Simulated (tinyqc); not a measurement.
Heterojunction of two tight-binding chains: one step. Wave numbers and velocities. Five cases, with inputs chosen for the exercise.

Task: The left chain has hopping t1 and band bottom 0, the right one t2 and dE. cos(ka) = 1 - (E - bottom)/(2t); dE/dk = 2 t a sin(ka).

Give: ka; dE/dk.

Case 1.

Values chosen (out of a larger set: masses and offset of the size met at InAs / GaSb; not measured data):
- a = 3 angstrom (site spacing)
- dE = 0.76 eV (band offset)
- E = 0.779 eV (electron energy)

t1 = 17.638806 eV
t2 = 10.079318 eV

Result:

ka (rad): left 0.21054, right 0.04342

dE/dk (eV angstrom): left 22.1179, right 2.6251

Case 2.

Values chosen (out of a larger set: masses and offset of the size met at InAs / GaSb; not measured data):
- a = 3 angstrom (site spacing)
- dE = 1.05 eV (band offset)
- E = 1.065 eV (electron energy)

t1 = 15.118977 eV
t2 = 11.441388 eV

Result:

ka (rad): left 0.26619, right 0.03621

dE/dk (eV angstrom): left 23.8632, right 2.4852

Case 3.

Values chosen (out of a larger set: masses and offset of the size met at InGaAs / InP; not measured data):
- a = 3 angstrom (site spacing)
- dE = 0.22 eV (band offset)
- E = 0.28 eV (electron energy)

t1 = 10.854650 eV
t2 = 5.291642 eV

Result:

ka (rad): left 0.16078, right 0.10653

dE/dk (eV angstrom): left 10.4264, right 3.3760

Case 4.

Values chosen (out of a larger set: masses and offset of the size met at InGaAs / InP; not measured data):
- a = 4 angstrom (site spacing)
- dE = 0.26 eV (band offset)
- E = 0.288 eV (electron energy)

t1 = 5.669616 eV
t2 = 2.939801 eV

Result:

ka (rad): left 0.22586, right 0.09763

dE/dk (eV angstrom): left 10.1575, right 2.2925

Case 5.

Values chosen (out of a larger set: masses and offset of the size met at InAs / GaSb; not measured data):
- a = 3 angstrom (site spacing)
- dE = 0.76 eV (band offset)
- E = 0.814 eV (electron energy)

t1 = 15.118977 eV
t2 = 10.583284 eV

Result:

ka (rad): left 0.23256, right 0.07145

dE/dk (eV angstrom): left 20.9065, right 4.5330

Computed by tinyqc, one run a case: `OMP_NUM_THREADS=1 python tinyqc.py N N+1 out.jsonl` with N = 1480312, 1480336, 1480384, 1480438, 1480588; one thread of a shared Intel(R) Xeon(R) Processor @ 2.30GHz, about 0.01 s a run at most.
